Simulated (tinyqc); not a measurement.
Reflectance across the plasma edge: free-carrier optics of a doped semiconductor (Drude model).

eps(E) = ei [1 - Ep^2/(E^2 + i E Gam)], with Ep^2 = 8 pi c (e^2/(4 pi eps0)) N/(m ei), c = hbar^2/2m0, N in 1/angstrom^3 (1e-24 per 1/cm^3); Gam = hbar/tau, tau = mu m m0/e with m0/e = 5.685630e-12 kg/C and mu in m^2/(V s). Energies in meV.

n + i k = sqrt(eps1 + i eps2) with k >= 0; R = ((n - 1)^2 + k^2)/((n + 1)^2 + k^2) at normal incidence from vacuum; alpha = 2 E k/(hbar c), times 1e8 for 1/cm; loss function Im(-1/eps) = eps2/(eps1^2 + eps2^2).

Constants: hbar^2/2m0 = 3.80998211 eV angstrom^2; e^2/(4 pi eps0) = 14.39964547 eV angstrom; hbar = 6.58211957e-16 eV s; hbar c = 1973.269805 eV angstrom.

Values chosen for the exercise (mass and dielectric values near those of Si; N and mu are free inputs; interband absorption and the rise of the mass with filling are left out; shifted at random, so the results belong to these values and not to a real crystal): N = 3.4e+18 1/cm^3 (carrier density); m = 0.284 m0 (conductivity mass); mu = 43 cm^2/(V s) (mobility); ei = 12 (high-frequency dielectric constant).

Spectrum:
```
E (meV)   eps1   eps2      R  alpha (1/cm)
3.7      10.17  46.99  0.639      1.63e+03
11.1     10.19  15.48  0.441      2.30e+03
18.5     10.23   9.07  0.359      2.46e+03
26.0     10.29   6.23  0.322      2.46e+03
31.5     10.35   4.98  0.308      2.41e+03
40.8     10.45   3.60  0.295      2.27e+03
46.4     10.52   3.03  0.292      2.17e+03
55.6     10.63   2.33  0.289      2.00e+03
74.2     10.86   1.46  0.288      1.66e+03
111.3    11.23   0.66  0.292      1.11e+03
185.4    11.62   0.19  0.299           537
```

Give the missing row, E (meV) = 37.1.

Computed row:
```
E (meV)   eps1  eps2      R  alpha (1/cm)
37.1     10.41  4.07  0.299      2.33e+03
```

Ep = 37.1 meV and Gam = 94.8 meV: Gam exceeds Ep, so damping washes the plasma edge out. R is 0.639 at the lowest energy and lowest, 0.288, at 74.2 meV of those listed; without damping it would vanish at Ep sqrt(ei/(ei - 1)) = 38.7 meV. At the highest energy R is 0.299, against 0.305 for ei alone. Between the last two rows alpha goes as E^-1.42, where the Drude limit far above Ep and Gam is E^-2.

Run: tinyqc, `OMP_NUM_THREADS=1 python tinyqc.py 1652587 1652588 out.jsonl`; Intel(R) Xeon(R) Processor @ 2.30GHz, one thread, shared host; about 0.01 s of CPU time with all checks.
